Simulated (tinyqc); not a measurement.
# Gain factor and gap resistance from two string resistances

Inverse problem. At small bit-line voltage each of the 64 cells has the resistance 1/(K x) at overdrive x (no mobility reduction) in series with a gap resistance Rg. Find K, Rg and the share of the gaps at the higher overdrive.

resistance of a string of 64 equal cells at overdrives of 4.5 and 7.2 V (kohm): 1930.2418  1237.6012

Solution. The resistance per cell is a straight line in 1/x with slope 1/K and intercept Rg.

K = 7.700 uA/V^2
Rg = 1.300 kohm
share of the gaps = 6.723 %

Computed by the program tinyqc: `OMP_NUM_THREADS=1 python tinyqc.py 2142119 2142120 out.jsonl`, one thread of a shared Intel Xeon 2.30GHz, about 0.5 s for the whole run.
